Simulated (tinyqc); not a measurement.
Inside a calculation. Model: specific resistance of a metal-semiconductor contact and its transmission-line measurement. Computed by tinyqc, a small Python program that keeps every step. Command: `OMP_NUM_THREADS=1 python tinyqc.py 3022527 3022528 out.jsonl contact walk`. One thread of a shared host (Intel(R) Xeon(R) Processor @ 2.30GHz), about 0.01 s of CPU time with the checks. Intermediate numbers are printed to about 6 digits and carried at full precision; extremes and crossings named in words are read from the listed rows.

The barrier is parabolic (depletion approximation), energies E are normal energies counted from the band edge in the neutral semiconductor (downwards for holes), and the bias is zero. xi is an input, held fixed when other inputs move.

Inputs (values chosen for the exercise, modelled on n-type 4H-SiC): tunnelling mass m = 0.31 m_0; permittivity eps = 9.7; Richardson constant A* = 139 A/(cm^2 K^2); barrier height phi_B = 0.77 eV; doping N = 3.6e+19 1/cm^3; Fermi level above the band edge in the bulk, xi = 0.011 eV; temperature T = 500 K; sheet resistance R_sh = 2700 ohm; contact length d = 0.052 micrometre; contact width W = 0.14 micrometre.

Image-force lowering: left out.

Constants: hbar = 1.054571817e-34 J s; eps_0 = 8.8541878128e-12 F/m; m_0 = 9.1093837015e-31 kg; k_B = 8.617333262e-05 eV/K; e = 1.602176634e-19 C.

## Tunnelling energy and barrier

E_00 = (e hbar/2) sqrt(N/(eps eps_0 m)); band bending E_b = phi_B + xi; depletion width w = sqrt(2 eps eps_0 E_b/(e^2 N)).

E_00 = 64.2409 meV

E_00/k_B T = 1.49097

depletion width = 4.82275 nm

barrier used, above the bulk band edge = 0.781 eV

By the usual rule this is thermionic-field emission (0.5 to 5 k_B T).

## Transmission and supply

WKB transmission for E < E_b, with a = E/E_b: D = exp{-(E_b/E_00) [sqrt(1 - a) - a ln((1 + sqrt(1 - a))/sqrt(a))]}; D = 1 above. f = 1/(1 + exp((E - xi)/k_B T)).

E, D, f and D f at E/E_b = 0.05, 0.15, 0.3, 0.45, 0.6, 0.75, 0.9, 0.98:
```
E/E_b   E (eV)            D            f          D f
0.05   0.03905  2.68452e-05  3.42761e-01  9.20148e-06
0.15   0.11715  2.51694e-04  7.84468e-02  1.97446e-05
0.30   0.23430  3.15524e-03  5.58218e-03  1.76131e-05
0.45   0.35145  2.24469e-02  3.70045e-04  8.30635e-06
0.60   0.46860  1.05292e-01  2.44109e-05  2.57028e-06
0.75   0.58575  3.42976e-01  1.60981e-06  5.52125e-07
0.90   0.70290  7.69774e-01  1.06159e-07  8.17181e-08
0.98   0.76538  9.77246e-01  2.48991e-08  2.43326e-08
```

Among these points D f is largest at E/E_b = 0.15; for a non-degenerate tail the peak lies at E/E_b = 1/cosh^2(E_00/k_B T) = 0.184.

## Specific contact resistance

At zero bias 1/rho_c = (e A*/k_B^2) int D(E) f(E) dE, f = 1/(1 + exp((E - xi)/k_B T)); 200 Gauss-Legendre points from 0 to E_b, and k_B T ln(1 + exp((xi - E_b)/k_B T)) for the part above the barrier; the share of tunnelling is the part below.

specific contact resistance rho_c = 8.80503e-06 ohm cm^2

share of tunnelling = 99.9877 %

rho_c by thermionic emission alone = 0.0715561 ohm cm^2

Tunnelling lowers rho_c by a factor 8130. The field-emission exponent (E_b - xi)/E_00 is 12.0, the thermionic one (E_b - xi)/k_B T is 17.9.

## Current crowding

Transmission-line model: transfer length L_T = sqrt(rho_c/R_sh); R_c = (R_sh L_T/W) coth(d/L_T). Limits: rho_c/(W d) for d << L_T, sqrt(rho_c R_sh)/W for d >> L_T.

transfer length L_T = 0.571062 micrometre

d/L_T = 0.0910583

contact resistance R_c = 121282 ohm

R_c W = 16979.5 ohm micrometre

short-contact limit = 120948 ohm

long-contact limit = 11013.3 ohm

The contact is short: the whole area carries current, and R_c scales as 1/d.

## A transmission-line measurement read back

Transmission-line model: transfer length L_T = sqrt(rho_c/R_sh); R_c = (R_sh L_T/W) coth(d/L_T). Two contacts a gap s apart give R = 2 R_c + R_sh s/W. A straight-line fit gives R_sh from the slope and R_c from the intercept; the simple reading takes L_x = R_c W/R_sh as the transfer length and rho_c = R_sh L_x^2.

Resistances:
```
gap s (micrometre)      R (ohm)
6.3                 3.64065e+05
13.0                4.93279e+05
25.0                7.24708e+05
50.0                1.20685e+06
100.0               2.17114e+06
```

L_x = 6.28871 micrometre

rho_c by the simple reading = 0.00106779 ohm cm^2

simple reading over true value = 121.271

The simple reading is 121 times too high, the factor coth^2(d/L_T): it holds only for d above about 2 L_T.

Checks made by the program: closed WKB exponent against numerical integration over the parabolic barrier (relative difference below 1e-10).
